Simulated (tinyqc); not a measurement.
Joule-heated wire on a substrate, fin equation: one step of the calculation.

A wire of length L loses heat along itself to two contacts and sideways to the substrate: kap A theta'' - g theta + p = 0 with theta = T - T0 and p = p0. The ends are held at T0. Constant conductivity, diffusive heat flow.

Task. Healing length. LH = sqrt(kap A/g); far from the contacts uniform heating p0 would give theta = p0/g.

Parameters, values chosen for the exercise: conductivity along the wire kap = 96 W/(m K); cross-section A = 1900 nm^2; conductance per length to the substrate g = 3 W/(m K); length between the contacts L = 1400 nm; heating per length p0 = 0.16 uW/nm.

Find: LH; L/LH; p0/g.

Result.

LH = 246.6 nm
L/LH = 5.678
p0/g = 53.33 K

Numbers from tinyqc (`OMP_NUM_THREADS=1 python tinyqc.py 2520118 2520119 out.jsonl`; about 0.01 s on one thread of a shared Intel Xeon 2.30GHz).
